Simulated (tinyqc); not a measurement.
Averaged masses of warped heavy- and light-hole bands, step by step. Values are carried at full precision from step to step, so a last printed digit may differ when a step is redone from the rounded ones.

Constants: Ry = 13.60569312 eV; a0 (Bohr radius) = 0.5291772105 angstrom; kB = 8.617333262e-05 eV/K; hbar^2/2m0 = 3.80998211 eV angstrom^2.

Parameters, chosen for this exercise (near those of GaSb; shifted at random, so the results belong to these values and not to a real crystal): g1 = 13.45 (Luttinger gamma1); g2 = 4.63 (gamma2); g3 = 6.05 (gamma3); eps = 15.96 (dielectric constant); mso = 0.123 m0 (split-off mass); Dso = 0.748 eV (spin-orbit splitting); T = 77 K (temperature).

## Other forms of the parameters

Dresselhaus-Kip-Kittel form E = c [A k^2 -/+ sqrt(B^2 k^4 + C^2 (kx^2 ky^2 + ky^2 kz^2 + kz^2 kx^2))] with A = g1, B = 2 g2, C^2 = 12 (g3^2 - g2^2). Spherical form: mu = (6 g3 + 4 g2)/(5 g1), delta = (g3 - g2)/g1, masses 1/(g1 (1 -/+ mu)). Effective rydberg R* = Ry/(g1 eps^2) and radius a* = a0 g1 eps.

A, B, |C|: [13.450, 9.260, 13.490]

mu, delta: [0.8152, 0.1056]

spherical masses, heavy and light (m0): [0.4023, 0.0410]

R* = 3.97 meV
a* = 113.6 angstrom

delta/mu = 0.13 measures the warping against the spherical splitting.

## Masses along six directions

Four-band hole energies E = c k^2 f(u), c = hbar^2/2m0, f = g1 -/+ 2 sqrt(g2^2 + 3 (g3^2 - g2^2) s), s = ux^2 uy^2 + uy^2 uz^2 + uz^2 ux^2 for the unit vector u; minus for heavy, plus for light holes; the mass along u is 1/f.

Give s and both masses.

Masses (m0):
```
direction        s   heavy   light
[100]      0.00000  0.2387  0.0440
[110]      0.25000  0.5016  0.0402
[111]      0.33333  0.7407  0.0391
[310]      0.09000  0.2990  0.0425
[311]      0.15702  0.3626  0.0414
[411]      0.10185  0.3088  0.0423
```

The heavy mass grows by a factor of 3.10 from [100] to [111] while the light one shrinks by 11 %; 1/m_heavy + 1/m_light = 2 g1 in every direction.

## Density-of-states masses from three directions

m_d^(3/2) is the angular mean of m(u)^(3/2). The rule mean = (10 F[100] + 16 F[110] + 9 F[111])/35 is exact for cubic harmonics up to sixth order. Total m_d = (m_h^(3/2) + m_l^(3/2))^(2/3).

m^(3/2):
```
direction    heavy    light
[100]      0.11659  0.00924
[110]      0.35520  0.00805
[111]      0.63753  0.00774
```

m_d heavy, light (m0): [0.5057, 0.0410]

total = 0.5135 m0
share of light holes = 2.3 %

## Averages on a grid

Grid: n x n midpoints in cos(theta) from 0 to 1 and phi from 0 to pi/2, equal weights. m_d = <f^(-3/2)>^(2/3). Conductivity mass for one scattering time: 1/m_c = <|w|^2 f^(-5/2)>/<f^(-3/2)> with w = grad_k(k^2 f)/(2 k), that is |w|^2 = f^2 + |angular gradient of f|^2/4.

Use n = 40.

m_d heavy, light (m0): [0.4590, 0.0409]

m_c heavy, light (m0): [0.3250, 0.0407]

The three-direction rule differs from the grid by +10.17 % for heavy holes. Warping makes m_c of the heavy holes 29 % smaller than m_d; on a sphere the two are equal.

## Effective density of states

Nv = 2 (kT/(4 pi c))^(3/2) [m_h^(3/2) + m_l^(3/2) + mso^(3/2) exp(-Dso/kT)], c = hbar^2/2m0, parabolic bands, m_h and m_l the density-of-states masses from the grid; 1 angstrom^-3 = 1e24 cm^-3.

prefactor = 3.2631e+18 cm^-3

the three terms: [0.31099, 0.00827, 0.00000]

Nv = 1.042e+18 cm^-3

shares (%): [97.4, 2.6, 0.0]

kT/Dso = 0.01, small enough for the four-band form.

## Checks

- m_d and m_c of heavy holes for g2 = g3 against 1/(g1 - 2 g3): they agree to 1e-10 or better.
- m_d of heavy holes on grids of 40 and 160: both 0.4590.

Run: tinyqc, `OMP_NUM_THREADS=1 python tinyqc.py 1051052 1051053 out.jsonl`; Intel(R) Xeon(R) Processor @ 2.30GHz, one thread, shared host; about 0.01 s of CPU time with all checks.
